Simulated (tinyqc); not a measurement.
Ballistic transport through the one-dimensional subbands of a rectangular nanowire or nanosheet channel. Changing the drain voltage V_D. Computed by tinyqc, a small Python program. Command: `OMP_NUM_THREADS=1 python tinyqc.py 3004057 3004058 out.jsonl wire sweep`. One thread of a shared host (Intel(R) Xeon(R) Processor @ 2.30GHz), about 0.08 s of CPU time with the checks.

Hard walls, parabolic subbands, transport along x. Energies are counted from the bulk conduction band edge at the top of the barrier, which the gate pulls down by U; the source Fermi level lies at the bulk edge when U = 0.

Inputs (values chosen for the exercise, modelled on silicon):
```
quantity                          value  unit
light mass m_t                     0.19   m_0
heavy mass m_l                    0.929   m_0
height a                            4.5    nm
width b                             9.7    nm
equivalent oxide thickness t        2.2    nm
gate voltage above flat band V_G   0.57     V
temperature T                       150     K
```

Valleys: silicon [100] wire.

Constants: hbar^2/(2 m_0) = 3.80998212 eV angstrom^2; k_B = 8.617333262e-05 eV/K; m_0 = 9.1093837015e-31 kg; k_B = 1.380649e-23 J/K; hbar = 1.054571817e-34 J s; eps_0 = 8.8541878128e-12 F/m; e = 1.602176634e-19 C; h = 6.62607015e-34 J s.

Method:
- E_pq = (hbar^2 pi^2/2)(p^2/(m_y b^2) + q^2/(m_z a^2)); valley pairs: (m_x, m_y, m_z) = (m_t, m_t, m_l), (m_t, m_l, m_t), (m_l, m_t, m_t), each with degeneracy g = 2; the 10 lowest subbands are kept.
- F_j(eta) = (1/Gamma(j + 1)) int_0^infinity x^j/(1 + exp(x - eta)) dx, F_0 = ln(1 + exp(eta)). Integrals over x = E/(k_B T) use 160 Gauss-Legendre points in u = sqrt(x) from 0 to sqrt(max(eta, 0) + 32).
- With degeneracy g = 2, eta_i = (U - E_i)/(k_B T) and u = e V_D/(k_B T): line density n = sum_i g sqrt(2 m_x k_B T/pi)/(2 hbar) [F_-1/2(eta_i) + F_-1/2(eta_i - u)]; gate: e n = C_ox (V_G - U/e), C_ox = 3.9 eps_0 2 (a + b)/t (flat-plate estimate); I = (2 e k_B T/h) sum_i g [F_0(eta_i) - F_0(eta_i - u)].

One run for each value; columns: (1) drain voltage V_D (V); (2) ballistic current I (microampere); (3) U (meV); (4) line density n (1/nm); (5) mean velocity I/(e n) (1e7 cm/s):
```
(1)        (2)     (3)     (4)     (5)
0.0050   2.120  101.16  1.3044  0.1014
0.0094   3.945  102.97  1.2994  0.1895
0.0180   7.332  106.08  1.2908  0.3545
0.0340  12.764  110.45  1.2786  0.6231
0.0630  19.945  115.54  1.2644  0.9845
0.1200  25.340  119.57  1.2532  1.2621
0.2200  25.538  119.73  1.2528  1.2723
0.4200  25.538  119.73  1.2528  1.2723
0.8000  25.538  119.73  1.2528  1.2723
```

Over the rows, ballistic current I (microampere) rises from 2.12 to 25.5, flat over part of the range; U (meV) rises from 101 to 120, flat over part of the range; line density n (1/nm) falls from 1.30 to 1.25, flat over part of the range. At the low end the exponent of ballistic current I is 0.98, close to 1: the linear region, I = G V_D. At the high end the exponent of ballistic current I is 0.00, close to 0: drain injection is shut off. As drain injection dies, the gate restores the charge by pulling the barrier down (U rises), which adds to the current before it saturates.

Extremes, crossings and ranges named in words are read from the listed rows.
